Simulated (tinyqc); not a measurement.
Permittivity and interface capacitance from two thicknesses.

Problem. 1/C = t/(eps0 ek) + 2/ci for planar capacitors that differ only in thickness. Find ek, ci and the EOT of the interfaces, 2 x 3.9 eps0/ci.

Constants: eps0 = 8.8541878128e-14 F/cm where lengths are in cm. Results are converted to the units shown.

C at t = 17 and 52 nm (uF/cm^2): 6.2884986  2.2862581

Solution. 1/C is a straight line in t: the slope gives ek and the intercept 2/ci. A single thickness would give only the effective permittivity; when the interfaces are a small part of 1/C, ci needs very accurate data.

ek = 142.0
ci = 84.00 uF/cm^2
EOT of the interfaces = 0.08222 nm

Computed by the program tinyqc: `OMP_NUM_THREADS=1 python tinyqc.py 2102106 2102107 out.jsonl`, one thread of a shared Intel Xeon 2.30GHz, about 0.01 s for the whole run.
